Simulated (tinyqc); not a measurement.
Inside a calculation. Model: on-chip interconnect, size-dependent resistivity and RC delay.

tinyqc, about 0.01 s, one thread, Intel Xeon 2.30GHz (shared host): `OMP_NUM_THREADS=1 python tinyqc.py 2100045 2100046 out.jsonl` Printed values are rounded.

A rectangular line between two neighbours and two ground planes. Surface and grain-boundary scattering are added to the bulk resistivity as corrections; capacitances are parallel-plate values without fringing; inductance is ignored.

Values chosen for this exercise; metal values close to those of copper: bulk resistivity rho0 = 1.66 uohm cm; bulk mean free path lam = 38.9 nm; specular share of surface scattering ps = 0.3; reflection coefficient of grain boundaries Rg = 0.4; grain size over the metal width gr = 1; drawn line width wd = 17 nm; aspect ratio, height over width AR = 1.5; liner on both walls and the bottom, not conducting tl = 2.1 nm; space to the neighbouring lines sp = 26 nm; dielectric height to the planes above and below hd = 25 nm; relative permittivity of the dielectric ek = 2.5; Miller factor of the neighbours Mf = 0; line length Lw = 55 um; driver resistance Rd = 19000 ohm; load capacitance Cl = 3.6 fF; time step dt = 30 ps.

Constants: eps0 = 8.8541878128e-12 F/m. Results are converted to the units shown.

Range of the model: The metal width is under the mean free path, where the thick-limit surface term and the simple sum of corrections lose accuracy.

## Resistivity, resistance and capacitance per length

Metal width x = wd - 2 tl, height y = AR wd - tl; grain boundaries (Mayadas-Shatzkes): al = (lam/(gr x)) Rg/(1 - Rg), g = 1/[1 - 3 al/2 + 3 al^2 - 3 al^3 ln(1 + 1/al)] - 1; surfaces (Fuchs-Sondheimer, thick limit): s = (3/8) lam (1 - ps)(1/x + 1/y); rho = rho0 (1 + g + s); r = rho/(x y); c = eps0 ek (2 wd/hd + 2 Mf AR wd/sp).

x = 12.8 nm
y = 23.4 nm
al = 2.02604
g = 2.75458
s = 1.23413
rho = 8.28126 uohm cm
r = 276.484 ohm/um
c = 0.0301042 fF/um

rho is 4.99 times the bulk value; grain boundaries add more (2.75 against 1.23). The liner takes 30.9 % of the cross-section.

## Ladder and Elmore delays

6 equal pi sections: series Rs = r Lw/6; node capacitances c Lw/6, halved at nodes 0 and 6, with Cl added to node 6; Rd feeds node 0. Elmore delay of node k: the sum, over the resistors on the path to k, of resistance times all capacitance downstream of it.

Rs = 2534.44 ohm

```
node    C (fF)  Elmore delay (ps)
0     0.137978            99.8589
1     0.275956            112.830
2     0.275956            125.101
3     0.275956            136.673
4     0.275956            147.545
5     0.275956            157.718
6      3.73798            167.192
```

The far-end value equals Rd (c Lw + Cl) + r Lw (c Lw/2 + Cl) for any number of pi sections; the line resistance contributes 40.3 % of it.

## Step 1: node voltages after a time step

v at t = 0, node 0 to 6 (V): 0  0  0  0  0  0  0

A 1 V step is applied behind Rd at t = 0. C dv/dt = -G v + b, with G the conductance matrix of the ladder (1/Rs between neighbours, 1/Rd added at node 0) and b = (1 V/Rd, 0, ...). Trapezoidal step: (C/dt + G/2) v(new) = (C/dt - G/2) v + b.

v at t = 1 dt, node 0 to 6 (V): 0.727626  0.574865  0.448908  0.343882  0.254889  0.177781  0.108963

## Step 2: node voltages after a time step

As before.

v at t = 2 dt, node 0 to 6 (V): 0.409792  0.440081  0.437283  0.413012  0.375930  0.332607  0.288214

## Course in time

A 1 V step is applied behind Rd at t = 0. C dv/dt = -G v + b, with G the conductance matrix of the ladder (1/Rs between neighbours, 1/Rd added at node 0) and b = (1 V/Rd, 0, ...). Trapezoidal step: (C/dt + G/2) v(new) = (C/dt - G/2) v + b. The last column solves the same ladder exactly by its modes.

Voltages (V):
```
t (ps)  node 0  node 3  node 6  node 6, exact
30.00   0.7276  0.3439  0.1090         0.1301
60.00   0.4098  0.4130  0.2882         0.2791
90.00   0.7795  0.5031  0.4011         0.4027
120.0   0.6011  0.6205  0.5063         0.5051
150.0   0.8553  0.6476  0.5920         0.5900
180.0   0.7148  0.7462  0.6603         0.6603
210.0   0.9145  0.7546  0.7208         0.7185
240.0   0.7902  0.8284  0.7668         0.7668
270.0   0.9555  0.8300  0.8087         0.8068
300.0   0.8424  0.8836  0.8400         0.8399
330.0   0.9827  0.8824  0.8688         0.8674
360.0   0.8793  0.9210  0.8903         0.8901
```

The far end of the ladder reaches 0.5 V at 118.4 ps, 0.708 of its Elmore delay (ln 2 = 0.693 for a single pole); the slowest mode has a time constant of 159.5 ps. The largest error of the trapezoidal steps at that node is 21 mV. Node 0 swings up and down from step to step: the trapezoidal rule does not damp modes much faster than dt, so these swings are numerical.
